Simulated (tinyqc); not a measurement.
Worked calculation: Jacobi rotations on a symmetric matrix. Computed by tinyqc, a small Python program that keeps every step. Settings: method = jacobi. Command: `OMP_NUM_THREADS=1 python tinyqc.py 23117 23118 out.jsonl` (the two numbers bound the seeds that draw the settings). One thread of a shared host (Intel(R) Xeon(R) Processor @ 2.60GHz), about 0.01 s of CPU time with the checks.

## Jacobi rotation 1

A, lower triangle:
```
           1         2         3         4
1   0.829000
2   0.130000  2.726000
3  -0.080000  0.084000  3.064000
4  -0.179000  0.076000  0.001000  3.653000
```

Take the largest off-diagonal element A_pq; tan 2 theta = 2 A_pq / (A_qq - A_pp) with |theta| <= pi/4; A' = J^T A J with J_pp = J_qq = cos, J_pq = sin, J_qp = -sin.

p, q, theta (rad): 1.000000  4.000000  -0.063049

A', lower triangle:
```
           1         2         3         4
1   0.817699
2   0.134530  2.726000
3  -0.079778  0.084000  3.064000
4   0.000000  0.067658  0.006039  3.664301
```

## Jacobi rotation 2

As before.

p, q, theta (rad): 1.000000  2.000000  0.070036

A', lower triangle:
```
           1         2         3         4
1   0.808262
2   0.000000  2.735437
3  -0.085461  0.078211  3.064000
4  -0.004735  0.067492  0.006039  3.664301
```

## Jacobi rotation 3

As before.

p, q, theta (rad): 1.000000  3.000000  -0.037814

A', lower triangle:
```
           1         2         3         4
1   0.805029
2   0.002957  2.735437
3   0.000000  0.078155  3.067233
4  -0.004503  0.067492  0.006213  3.664301
```

## All rotations

The off-diagonal norm falls at every rotation.

Rotations:
```
step  p  q      theta  off-diagonal norm
1     1  4  -0.063049           2.69e-01
2     1  2   0.070036           1.90e-01
3     1  3  -0.037814           1.46e-01
4     2  3   0.220133           9.62e-02
5     2  4   0.067746           3.04e-02
6     3  4   0.035479           7.87e-03
7     1  4  -0.001491           5.05e-03
8     1  2   0.001668           2.29e-03
9     2  3  -0.003795           1.13e-03
10    1  3   0.000351           7.75e-05
11    2  4  -0.000057           4.51e-06
12    1  2   1.59e-06           1.39e-06
13    3  4  -1.68e-06           1.29e-07
14    1  4   3.19e-08           1.43e-09
15    2  3   2.73e-09           2.96e-13
```

eigenvalues: 0.805017  2.713573  3.083990  3.669421
